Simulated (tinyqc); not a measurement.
Programming of a floating-gate cell by Fowler-Nordheim tunnelling: one step of the calculation.

Per tunnel area the floating gate has Ctun = 3.9 eps0/tox to the channel (0 V) and Ccg to the control gate, Ct = Ctun/(1 - ag), no other coupling. With the threshold shift U = -Q/Ccg the field is F = ag (Vg - U)/tox, and dU/dt = J/Ccg. Fowler-Nordheim: J = A F^2 exp(-B/F), A = q^2/(16 pi^2 hbar mo phi) (times 1e14 for A/cm^2 with F in V/nm, emitter mass m0), B = (4/3) sqrt(mo/C) phi^1.5, C = hbar^2/(2 m0).

Question. Constants of the cell. A, B, Ccg = ag Ct, the starting field and current, K = A B ag/(Ccg tox), and the knee time t0 = exp(B/F(0))/K.

Inputs (values chosen for the exercise); oxide values close to those of silicon dioxide: tunnel barrier phi = 3.14 eV; tunnelling mass mo = 0.41 m0; tunnel oxide thickness tox = 6.1 nm; coupling ratio Ccg/Ct ag = 0.51; tunnel area ar = 9900 nm^2; threshold shift at the start Vt0 = -1.5 V; control-gate voltage Vg = 12.2 V.

Constants: q = 1.602176634e-19 C, hbar = 1.054571817e-34 J s, m0 = 9.1093837015e-31 kg, eps0 = 8.8541878128e-14 F/cm where lengths are in cm, hbar^2/(2 m0) = 0.0380998212 eV nm^2. Results are converted to the units shown.

Give: A; B; Ccg; F(0); J(0); K; t0; electrons for 1 V of shift.

Answer.

A = 1.1973e8 A cm^-2 (V/nm)^-2
B = 24.337 V/nm
Ccg = 0.58919 uF/cm^2
F(0) = 1.1454 V/nm
J(0) = 0.093018 A/cm^2
K = 4.1348e14 1/s
t0 = 4.0842 us
electrons for 1 V of shift = 364.07

Range of the model: Programming fields of 10 MV/cm and more wear the oxide; trapping and the channel potential are ignored.

tinyqc, about 0.01 s, one thread, Intel Xeon 2.30GHz (shared host): `OMP_NUM_THREADS=1 python tinyqc.py 2130040 2130041 out.jsonl`
